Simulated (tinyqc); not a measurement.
Ground and coupling capacitance from two measurements.

Problem. A line has Cg to the planes and Cc to each of two neighbours. Find Cg, Cc, the load when both neighbours switch in antiphase, and the pulse on the line when it floats and both neighbours swing by Vx.

Inputs (values chosen for the exercise):
- Vx = 1 V (swing)

capacitance with neighbours driven alike and with neighbours grounded (aF/um): 72  126

Solution. Driven alike, Cc carries no charge, which leaves Cg; grounded neighbours give Cg + 2 Cc, antiphase Cg + 4 Cc; a floating line divides the swing as 2 Cc/(Cg + 2 Cc).

Cg = 72.0 aF/um
Cc = 27.0 aF/um
load in antiphase = 180 aF/um
pulse = 0.429 V

Numbers from tinyqc (`OMP_NUM_THREADS=1 python tinyqc.py 2790165 2790166 out.jsonl`; about 0.6 s on one thread of a shared Intel Xeon 2.30GHz).
